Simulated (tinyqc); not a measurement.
# n-type polysilicon, carrier trapping at grain boundaries: effects of single changes

One-dimensional grains of size Lg, uniform ionised doping N, monovalent traps Qt at each boundary at a depth Et below (for electrons) or above (for holes) the band edge there, abrupt depletion of width W on each side of a boundary, Boltzmann statistics. xi is the distance from the band edge at the grain centre to the Fermi level. Trapped charge Qt/(1 + exp((xi + VB - Et)/Vt)) = 2 N W, barrier VB = q N W^2/(2 eps0 eps_r).

Parameters, values chosen for the exercise; values of the order met in polycrystalline silicon:
```
symbol   value        unit                                                              meaning
T          300           K                                                          temperature
eps_r     11.7                                                            relative permittivity
NB      2.8e19       cm^-3                               conduction-band density of states at T
Lg          50          nm                                                           grain size
Qt      1.3e12       cm^-2                                     trap density of a grain boundary
Et        0.43          eV  depth of the trap level from the majority band edge at the boundary
ms        0.41          m0                                         mass for thermionic emission
fe         0.5                                           correction factor of the emission rate
mug        160  cm^2/(V s)                                           mobility inside the grains
N       9.1e16       cm^-3                                                               doping
```

Constants: q = 1.602176634e-19 C, kB = 1.380649e-23 J/K, m0 = 9.1093837015e-31 kg, Vt = kB T/q, eps0 = 8.8541878128e-14 F/cm where lengths are in cm. Results are converted to the units shown.

Each table varies one quantity; the others keep the values above.

## Effect of the doping

If the trap equation with xi = Vt ln(NB/N) has a root W < Lg/2, the grain is partly depleted; otherwise W = Lg/2 and the trap equation gives xi = Et - VB + Vt ln(Qt/(N Lg) - 1). N* = Qt/Lg. n0 = NB exp(-xi/Vt); mean density n0 (1 - 2 W/Lg) by charge balance in a partly depleted grain, and n0 (sqrt(pi)/2) erf(u)/u with u = sqrt(VB/Vt) in a fully depleted one; v = sqrt(kB T/(2 pi ms m0)); barrier resistivity Vt exp(VB/Vt)/(q fe n0 v Lg); grain resistivity (1 - 2 W/Lg)/(q n0 mug); effective mobility 1/(q mean density total resistivity). Rows with xi above 0.45 V, towards mid-gap, are left out, since the other carrier type is ignored.

Effect of the doping:
columns A: N (cm^-3); B: N/N*; C: depleted share 2 W/Lg; D: VB (V); E: xi (V); F: mean density (cm^-3); G: resistivity (ohm cm); H: effective mobility (cm^2/(V s))
```
A            B        C         D        E         F         G      H
5.5e16  0.2115    1.000   0.02658   0.4374  9.306e11   3.423e4  195.9
1.1e17  0.4231    1.000   0.05316   0.3849  5.675e12   1.252e4  87.82
2.3e17  0.8846    1.000    0.1112   0.2662  4.026e14      1198  12.94
4.7e17   1.808   0.5532   0.06951   0.1057  2.100e17    0.5180  57.38
9.7e17   3.731   0.2680   0.03368  0.08693  7.100e17   0.08772  100.2
2e18     7.692   0.1300   0.01634  0.06822  1.740e18   0.03142  114.2
4.1e18   15.77  0.06341  0.007969  0.04967  3.840e18   0.01401  116.0
8.4e18   32.31  0.03095  0.003889  0.03113  8.140e18  0.006626  115.7
```

As N goes from 5.5e16 to 8.4e18, VB goes from 0.0266 through a maximum of 0.111 (at N = 2.3e17 among the rows listed) to 0.00389 V, the resistivity falls from 34200 to 0.00663 ohm cm and the effective mobility moves up and down between 12.9 and 196 cm^2/(V s). The steepest fall of the resistivity among the rows, as N^(-10.8), lies between N = 2.3e17 and 4.7e17 cm^-3; N* = 2.60e17 cm^-3. While the grain is fully depleted VB grows as N; once the traps are full it falls as 1/N. For N = 4.1e18, 8.4e18 xi is under 2.5 Vt, where Boltzmann statistics begin to fail. For N = 2e18, 4.1e18, 8.4e18 VB is below Vt, where abrupt depletion and thermionic emission are rough. For N = 5.5e16 the effective mobility exceeds mug, since drift through the depleted part of the grain is left out.

## Effect of the trap density of a grain boundary

Same model as above.

N* = Qt/Lg.

Effect of the trap density of a grain boundary:
columns A: Qt (cm^-2); B: N/N*; C: depleted share 2 W/Lg; D: VB (V); E: xi (V); F: mean density (cm^-3); G: resistivity (ohm cm); H: effective mobility (cm^2/(V s))
```
A              B        C          D        E          F        G       H
2e11      2.2750  0.43955  0.0084973  0.14811  5.1001e16  0.47477  257.77
3.4e11    1.3382  0.74722   0.024556  0.14811  2.3003e16  0.54483  498.01
5.7e11   0.79825   1.0000   0.043981  0.35046  2.3044e13   2321.0  116.69
9.7e11   0.46907   1.0000   0.043981  0.38922  5.1459e12    10394  116.69
1.6e12   0.28437   1.0000   0.043981  0.40988  2.3145e12    23109  116.69
2.8e12   0.16250   1.0000   0.043981  0.42841  1.1301e12    47329  116.69
4.7e12  0.096809   1.0000   0.043981  0.44375  6.2429e11    85676  116.69
```

What does the comparison show, and why?

As Qt goes from 2e11 to 4.7e12, VB rises from 0.00850 to 0.0440 V, the resistivity rises from 0.475 to 85700 ohm cm and the effective mobility goes from 258 through a maximum of 498 (at Qt = 3.4e11 among the rows listed) to 117 cm^2/(V s). For Qt = 2e11, 3.4e11 VB is below Vt, where abrupt depletion and thermionic emission are rough. For Qt = 2e11, 3.4e11 the grain is near the changeover between partial and full depletion, within a few Debye lengths, where both limits are rough. For Qt = 2e11, 3.4e11 the effective mobility exceeds mug, since drift through the depleted part of the grain is left out.

tinyqc, about 0.01 s, one thread, Intel Xeon 2.30GHz (shared host): `OMP_NUM_THREADS=1 python tinyqc.py 2830044 2830045 out.jsonl`
